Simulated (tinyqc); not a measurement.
# Insulator thickness and V0 from two charges

Question. In an undoped wire Vg - V0 = Q/Cox + Vt ln(Q/Q0) + Vt ln(1 + Q/Q0) at the source, with Q0 = 4 eps0 eps_r Vt/R and Cox = eps0 eox/(R ln(1 + tox/R)). Find Cox, tox and V0.

Values chosen for this exercise; material values close to those of silicon:
- T = 300 K (temperature)
- eps_r = 11.8 (relative permittivity of the semiconductor)
- eox = 3.8 (relative permittivity of the gate insulator)
- R = 10 nm (wire radius)

Constants: q = 1.602176634e-19 C, kB = 1.380649e-23 J/K, Vt = kB T/q, eps0 = 8.8541878128e-14 F/cm where lengths are in cm. Results are converted to the units shown.

Qs at Vg = 1.01 and 1.41 V (nC/cm^2): [289.29215, 722.29010]

Answer. The two equations are linear in 1/Cox and V0; tox follows by inverting the logarithm.

Cox = 1.21 uF/cm^2
tox = 3.20 nm
V0 = 0.712 V

Program tinyqc, `OMP_NUM_THREADS=1 python tinyqc.py 2460041 2460042 out.jsonl`; Intel Xeon 2.30GHz, shared host, one thread, about 0.02 s.
